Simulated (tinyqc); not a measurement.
Internal photoemission over an interface barrier: two steps of the calculation.

Electrons are excited from the valence band of a semiconductor over the barrier Phi(F) = P0 - sqrt(q F/(4 pi eps0 ei)), whose top lies at xm = sqrt(q/(16 pi eps0 ei F)). The yield is Y = A (hv - Phi)^p exp(-xm/l), with A = 1 here.

Values chosen for this exercise; dielectric values close to those of aluminium oxide: barrier at zero field P0 = 3.87 eV; image-force permittivity ei = 3.38; scattering length in the image well l = 3 nm; field in the dielectric F = 2.5 MV/cm.

Constants: q = 1.602176634e-19 C, h = 6.62607015e-34 J s, c = 299792458 m/s, eps0 = 8.8541878128e-14 F/cm where lengths are in cm. Results are converted to the units shown.

Question 1. Barrier in the field. Lowering P0 - Phi, barrier, position of its top, scattering factor and threshold wavelength.

Find: lowering; Phi; xm; exp(-xm/l); threshold wavelength h c/(q Phi).

Answer 1.

lowering = 326.4 meV
Phi = 3.544 eV
xm = 0.6527 nm
exp(-xm/l) = 0.8045
threshold wavelength h c/(q Phi) = 349.9 nm

Question 2. Threshold from a spectrum. The yields were made at this field with a scatter of 2 %. Fit Y^(1/n) on hv by least squares for n = 2 and n = 3; the zero of the line is the threshold.

```
point  hv (eV)         Y
0         3.69  0.002491
1         3.82   0.01697
2         3.95   0.05153
3         4.08    0.1236
4         4.21    0.2392
5         4.34     0.409
```

Find: Y^(1/2); Y^(1/3); threshold for n = 2; threshold for n = 3.

Answer 2.

```
point  Y^(1/2)  Y^(1/3)
0      0.04991   0.1356
1       0.1303   0.2570
2       0.2270   0.3721
3       0.3516   0.4981
4       0.4891   0.6208
5       0.6395   0.7423
```

threshold for n = 2 = 3.670 eV
threshold for n = 3 = 3.547 eV

Numbers from tinyqc (`OMP_NUM_THREADS=1 python tinyqc.py 2410097 2410098 out.jsonl`; about 0.01 s on one thread of a shared Intel Xeon 2.30GHz).
